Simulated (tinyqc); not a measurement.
One-electron ion in a basis of Gaussians, step by step. One step of it, computed by the program tinyqc.

Problem. Matrices over normalised Gaussians. With p = a_i + a_j and I(k) = Gamma((k+1)/2) / (2 p^((k+1)/2)): S = I(2l+2), T = (2l+3) a_i a_j S / p, V = -Z I(2l+1), each divided by sqrt(S_ii S_jj).

exponents of r^l exp(-a r^2) (1/bohr^2): 0.148400  0.661500  2.948000  13.140000  58.540000  260.900000  1163.000000

Z = 4

l = 1

Give: S; T; V.

Solution.

S, lower triangle:
```
        1       2       3       4       5       6       7
1  1.0000
2  0.5266  1.0000
3  0.1193  0.5267  1.0000
4  0.0203  0.1193  0.5266  1.0000
5  0.0032  0.0203  0.1194  0.5268  1.0000
6  0.0005  0.0032  0.0203  0.1194  0.5266  1.0000
7  0.0001  0.0005  0.0032  0.0203  0.1193  0.5266  1.0000
```

T (hartree), lower triangle:
```
        1       2       3        4         5         6          7
1  0.3710
2  0.3191  1.6538
3  0.0843  1.4227  7.3700
4  0.0149  0.3757  6.3396  32.8500
5  0.0024  0.0663  1.6749  28.2657  146.3500
6  0.0004  0.0106  0.2953   7.4662  125.8977  652.2500
7  0.0001  0.0016  0.0470   1.3162   33.2423  561.0322  2907.5000
```

V (hartree), lower triangle:
```
         1        2        3         4         5         6          7
1  -1.6393
2  -1.4259  -3.4610
3  -0.6317  -3.0108  -7.3064
4  -0.2221  -1.3337  -6.3555  -15.4254
5  -0.0737  -0.4691  -2.8161  -13.4203  -32.5586
6  -0.0241  -0.1556  -0.9904   -5.9458  -28.3223  -68.7347
7  -0.0079  -0.0509  -0.3285   -2.0907  -12.5451  -59.7870  -145.1205
```
